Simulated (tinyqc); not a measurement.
Longitudinal sound in a periodic multilayer: transfer matrices, stop bands and folded phonons: one step, computed by the program tinyqc. Command: `OMP_NUM_THREADS=1 python tinyqc.py 3010180 3010181 out.jsonl multilayer walk`. One thread of a shared host (Intel(R) Xeon(R) Processor @ 2.30GHz), about 0.01 s of CPU time with the checks.

Layers 1 and 2 repeat with period d = d_1 + d_2; waves travel normal to the layers, without loss. State vector (u, s): displacement u and stress divided by omega. Impedances Z = rho v are in 1e6 kg/(m^2 s).

Question. Impedances, mean velocity and Bragg frequency. Z = rho v; interface reflection r = (Z_2 - Z_1)/(Z_2 + Z_1) (stress amplitude, from 1 into 2); Bragg frequency f_B = 1/[2 (d_1/v_1 + d_2/v_2)]; long-wave velocity v_eff = d/sqrt[(d_1/v_1)^2 + (d_2/v_2)^2 + (Z_1/Z_2 + Z_2/Z_1)(d_1/v_1)(d_2/v_2)].

Inputs (values chosen for the exercise, modelled on silica (layer 1), silicon nitride (layer 2) and silicon (substrate)):

| quantity | value | unit |
|---|---|---|
| density rho_1 | 2.18 | g/cm^3 |
| velocity v_1 | 5900 | m/s |
| thickness d_1 | 505 | nm |
| density rho_2 | 3.05 | g/cm^3 |
| velocity v_2 | 9960 | m/s |
| thickness d_2 | 846 | nm |
| substrate density | 2.31 | g/cm^3 |
| substrate velocity | 8300 | m/s |

Give: Z_1; Z_2; Z of the substrate; interface reflection r; Bragg frequency f_B; long-wave velocity v_eff.

Answer.

Z_1 = 12.862

Z_2 = 30.378

Z of the substrate = 19.173

interface reflection r = 0.4051

Bragg frequency f_B = 2.932 GHz

long-wave velocity v_eff = 7243 m/s
